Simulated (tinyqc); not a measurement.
From one set of inputs to another, one input at a time: hopping conduction between localised states. Computed by tinyqc, a small Python program. Command: `OMP_NUM_THREADS=1 python tinyqc.py 3017824 3017825 out.jsonl hop ladder`. One thread of a shared host (Intel(R) Xeon(R) Processor @ 2.30GHz), about 0.01 s of CPU time with the checks.

Energies are counted from the Fermi level. A small network shows the mechanism; the laws of an infinite system follow.

The inputs printed are set A. Inputs not listed in the table keep their values of set A, so the rows need not describe a real material.

Inputs (values chosen for the exercise, for a model amorphous semiconductor):
```
quantity,value,unit
localisation length xi,1.1,nm
density of states g_0,1.7e+19,1/(eV cm^3)
permittivity eps,14,-
activation energy E_a to extended states,0.028,eV
prefactor of activated conduction,140,S/cm
prefactor of hopping,0.63,S/cm
temperature T,31,K
```

Dimension: 3D.

Constants: k_B = 8.617333262e-05 eV/K; e^2/(4 pi eps_0) = 14.39964548 eV angstrom.

Method. Mott: T_M = 21.2/(k_B g_0 xi^3), exponent (T_M/T)^(1/4), mean hop r = (3/8) xi times the exponent. Efros-Shklovskii: T_ES = 2.8 e^2/(4 pi eps eps_0 k_B xi), exponent (T_ES/T)^(1/2). Coulomb gap width g_0^(1/2) (e^2/(4 pi eps eps_0))^(3/2). The numerical coefficients come from percolation theory and are given. sigma = s_1 exp(-E_a/k_B T) + s_2 exp(-larger of the two exponents); reduced activation energy w = d ln(sigma)/d ln(T) by a central difference of +/- 1 %.

Each row keeps all changes above it:
```
input moved,from,to,conductivity (S/cm),T_M (K),hopping part (S/cm)
set A,-,-,3.927e-03,1.087e+07,1.700e-11
temperature T (K),31,68,1.177e+00,1.087e+07,1.303e-09
localisation length xi (nm),1.1,0.43,1.177e+00,1.820e+08,1.710e-18
prefactor of hopping (S/cm),0.63,0.026,1.177e+00,1.820e+08,7.055e-20
density of states g_0 (1/(eV cm^3)),1.7e+19,4.9e+20,1.177e+00,6.315e+06,6.817e-10
permittivity eps,14,7.7,1.177e+00,6.315e+06,6.817e-10
activation energy E_a to extended states (eV),0.028,0.11,9.859e-07,6.315e+06,6.817e-10
```

Where does the difference come from?

Conductivity goes from 0.00393 to 9.86e-7, a factor 2.51e-4 in all. The largest single move comes from activation energy E_a to extended states (a factor 8.37e-7), and temperature T works against it (a factor 300). T_M goes from 1.09e7 to 6.31e6, a factor 0.581 in all. The largest single move comes from density of states g_0 (a factor 0.0347), and localisation length xi works against it (a factor 16.7). Hopping part goes from 1.70e-11 to 6.82e-10, a factor 40.1 in all. The largest single move comes from density of states g_0 (a factor 9.66e9), and localisation length xi works against it (a factor 1.31e-9). The single moves hold for this order of the switches; the total does not depend on the order.

Extremes, crossings and ranges named in words are read from the listed rows.
